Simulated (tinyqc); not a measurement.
From one barrier to a miniband: Kronig-Penney superlattice by transfer matrices.

Wells (width a, potential 0, mass mw) alternate with barriers (width b, height V0, mass mb); period d = a + b; c = hbar^2/2m0. The vector (psi, psi'/m) is continuous, and a layer of thickness t carries it by M = [[cos kt, (m/k) sin kt], [-(k/m) sin kt, cos kt]] with k = sqrt(m (E - V)/c); for E < V, k = i kappa gives [[cosh, (m/kappa) sinh], [(kappa/m) sinh, cosh]] of kappa t. A Bloch state obeys cos(q d) = tr(Mb Mw)/2.

Constants: hbar^2/2m0 = 3.80998211 eV angstrom^2.

Parameters, chosen for this exercise (near those of an InGaAs superlattice with barriers of InP; the results hold for these values, not for the real material): a = 129 angstrom (well width); b = 32 angstrom (barrier width); V0 = 0.246 eV (barrier height); mw = 0.0416 m0 (mass in the wells); mb = 0.0814 m0 (mass in the barriers).

Transmission through N barriers separated by wells, between leads of the well material: T = 4/[(M11 + M22)^2 + (u M12 - M21/u)^2] with u = k/mw and M the product over all layers; twelve evenly spaced energies around the first miniband.

Transmission:
```
E (eV)    tr M/2 of a period   N = 1    N = 2     N = 4     N = 8
0.021371               2.132  0.0251  0.00141  5.40e-06  8.00e-11
0.022503               1.656  0.0263  0.00246  3.07e-05  4.98e-09
0.023635               1.205  0.0276  0.00486  0.000336  2.14e-06
0.024767               0.779  0.0288   0.0121    0.0620    0.0197
0.025898               0.377  0.0301   0.0516    0.0259     0.927
0.027030              -0.002  0.0313     1.00     0.999     0.995
0.028162              -0.358  0.0325   0.0614    0.0288     0.401
0.029294              -0.693  0.0337   0.0178     0.752     0.433
0.030426              -1.008  0.0349  0.00883   0.00209  0.000415
0.031557              -1.302  0.0361  0.00550  0.000242  5.57e-07
0.032689              -1.577  0.0373  0.00388  6.18e-05  1.65e-08
0.033821              -1.833  0.0385  0.00297  2.28e-05  1.37e-09
```

What can be read from this table?

5 of the energies lie in the miniband (|tr M/2| <= 1); there T for N = 8 runs between 0.0197 and 0.995. In the gaps it falls with N: at E = 0.0338 eV from 2.28e-05 (N = 4) to 1.37e-09 (N = 8), a slope of ln T of -2.43 a period, against -2 arccosh|tr M/2| = -2.43.

Run: tinyqc, `OMP_NUM_THREADS=1 python tinyqc.py 1251960 1251961 out.jsonl`; Intel(R) Xeon(R) Processor @ 2.30GHz, one thread, shared host; about 0.06 s of CPU time with all checks.
